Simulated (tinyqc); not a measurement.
Inside a calculation. Model: nudged elastic band on a two-dimensional model surface. Computed by tinyqc, a small Python program that keeps every step. Command: `OMP_NUM_THREADS=1 python tinyqc.py 3029090 3029091 out.jsonl neb walk`. One thread of a shared host (Intel(R) Xeon(R) Processor @ 2.30GHz), about 0.1 s of CPU time with the checks. Intermediate numbers are printed to about 6 digits and carried at full precision; extremes and crossings named in words are read from the listed rows.

V(x, y) = -A (cos kx + cos ky) - B cos kx cos ky + (C sin ky + S sin kx)(1 - cos kx), k = 2 pi/a; the atom hops from the minimum at (0, 0) to that at (a, 0).

Inputs (values chosen for the exercise, for a model surface): amplitude A = 0.41 eV; amplitude B = -0.0025 eV; skew C = 0.16 eV; asymmetry S = -0.086 eV; period a = 2.9 angstrom; movable images n = 6; spring constant k_s = 1.1 eV/angstrom^2; step factor eta = 0.16 angstrom^2/eV; iteration cap = 600.

Surface: adatom on a square lattice. Climbing image: off.

## Stationary points

Newton steps x(new) = x - H^-1 grad V (moves limited to 0.3 angstrom) from (0, 0), (a, 0) and (a/2, 0) give the two minima and the saddle.

positions (angstrom), rows start, end, saddle, columns x, y:
$$\begin{pmatrix}
0.00000 & 0.00000 \\
2.90000 & 0.00000 \\
1.65241 & -0.29388
\end{pmatrix}$$

energies (eV): start -0.817500, end -0.817500, saddle -0.071957

barrier from the start = 0.745543 eV

## Straight-line start

Images are spaced evenly on the line between the minima.

images at the start (angstrom), rows image 1, image 2, image 3, image 4, image 5, image 6, columns x, y:
$$\begin{pmatrix}
0.41429 & 0.00000 \\
0.82857 & 0.00000 \\
1.24286 & 0.00000 \\
1.65714 & 0.00000 \\
2.07143 & 0.00000 \\
2.48571 & 0.00000
\end{pmatrix}$$

energies above the start (eV): [0.128112, 0.395676, 0.703712, 0.845578, 0.600678, 0.178744]

The highest image lies +0.1000 eV from the true barrier.

## Iteration 1

Tangent at image i: towards the higher neighbour if the energies rise or fall through i; at a maximum or minimum, tau = t+ dmax + t- dmin if V(i+1) > V(i-1), else t+ dmin + t- dmax, with t+ = R(i+1) - R(i), t- = R(i) - R(i-1) and dmax, dmin the larger and smaller of |V(i+1) - V(i)| and |V(i-1) - V(i)|; then normalise. Force F = -grad V + (grad V.tau) tau + k_s (|t+| - |t-|) tau. Update R(new) = R + eta F; the end points stay fixed.

unit tangents, rows image 1, image 2, image 3, image 4, image 5, image 6, columns x, y:
$$\begin{pmatrix}
1 & 0 \\
1 & 0 \\
1 & 0 \\
1 & 0 \\
1 & 0 \\
1 & 0
\end{pmatrix}$$

forces (eV/angstrom), rows image 1, image 2, image 3, image 4, image 5, image 6, columns x, y:
$$\begin{pmatrix}
0.000000 & -0.130520 \\
0.000000 & -0.423797 \\
0.000000 & -0.658987 \\
0.000000 & -0.658987 \\
0.000000 & -0.423797 \\
0.000000 & -0.130520
\end{pmatrix}$$

images after iteration 1 (angstrom), rows image 1, image 2, image 3, image 4, image 5, image 6, columns x, y:
$$\begin{pmatrix}
0.41429 & -0.02088 \\
0.82857 & -0.06781 \\
1.24286 & -0.10544 \\
1.65714 & -0.10544 \\
2.07143 & -0.06781 \\
2.48571 & -0.02088
\end{pmatrix}$$

## Iteration 2

The formulas are those given above.

unit tangents, rows image 1, image 2, image 3, image 4, image 5, image 6, columns x, y:
$$\begin{pmatrix}
0.99365 & -0.11255 \\
0.99590 & -0.09046 \\
1.00000 & 0.00000 \\
0.99933 & 0.03650 \\
0.99590 & 0.09046 \\
0.99365 & 0.11255
\end{pmatrix}$$

forces (eV/angstrom), rows image 1, image 2, image 3, image 4, image 5, image 6, columns x, y:
$$\begin{pmatrix}
-0.014376 & -0.147674 \\
-0.032676 & -0.348265 \\
-0.001876 & -0.439593 \\
0.017996 & -0.441310 \\
0.034745 & -0.371042 \\
0.018370 & -0.182931
\end{pmatrix}$$

images after iteration 2 (angstrom), rows image 1, image 2, image 3, image 4, image 5, image 6, columns x, y:
$$\begin{pmatrix}
0.41199 & -0.04451 \\
0.82334 & -0.12353 \\
1.24256 & -0.17577 \\
1.66002 & -0.17605 \\
2.07699 & -0.12717 \\
2.48865 & -0.05015
\end{pmatrix}$$

## All iterations

Start on the straight line; stop when the largest force is below 1e-4 or above 1e6 eV/angstrom.

Course of the band:
```
iteration  highest image (eV)  largest force (eV/angstrom)
1                    0.845578                  6.58987e-01
2                    0.787408                  4.41677e-01
3                    0.761850                  2.80336e-01
4                    0.751640                  1.75556e-01
5                    0.747713                  1.12082e-01
6                    0.746227                  7.11290e-02
7                    0.745670                  4.69359e-02
8                    0.745465                  3.03197e-02
9                    0.745392                  1.93145e-02
...                       ...                          ...
28                   0.745393                  2.56584e-04
29                   0.745393                  2.26094e-04
30                   0.745393                  1.99640e-04
31                   0.745393                  1.76656e-04
32                   0.745393                  1.56658e-04
33                   0.745393                  1.39236e-04
34                   0.745393                  1.24039e-04
35                   0.745393                  1.10767e-04
36                   0.745393                  9.91613e-05
```

Band at the end:
```
image  x (angstrom)  y (angstrom)    E (eV)
0           0.00000      0.000000  0.000000
1           0.40576     -0.127565  0.123285
2           0.81688     -0.236908  0.345906
3           1.23866     -0.292986  0.601224
4           1.66422     -0.293102  0.745393
5           2.08706     -0.245026  0.545253
6           2.50191     -0.150261  0.168797
7           2.90000      0.000000  0.000000
```

energy of the highest image = 0.745393 eV

iterations = 36

largest force at the end = 9.91613e-05 eV/angstrom

Converged in 36 iterations. Without a climbing image the highest image lies 0.15 meV below the saddle.

## Plain band against climbing image

With a climbing image, the highest image feels instead F = -grad V + 2 (grad V.tau) tau and no spring. Images are counted without the end points, and convergence is judged on the largest force on an image. Each run starts on the straight line with the same k_s and eta, for at most 1500 iterations; errors are against the Newton saddle; a dash marks a run that did not reach 1e-4 eV/angstrom.

Error of the highest image (meV) and iterations:
```
images  plain, error  plain, iterations  climbing, error  climbing, iterations
2            -94.951                 22                0                    25
3            -39.667                 20                0                    26
4            -10.265                 21                0                    36
5            -39.539                 28                0                    42
6             -0.150                 36                0                    36
8             -1.333                 54                0                    75
10            -4.509                 74                0                   109
```

The plain band underestimates the barrier by 0.15 to 94.95 meV, depending on how near an image falls to the saddle (worst for 2 images, best for 6). The climbing image is within about 0.001 meV in every converged run, so few images suffice for the barrier.
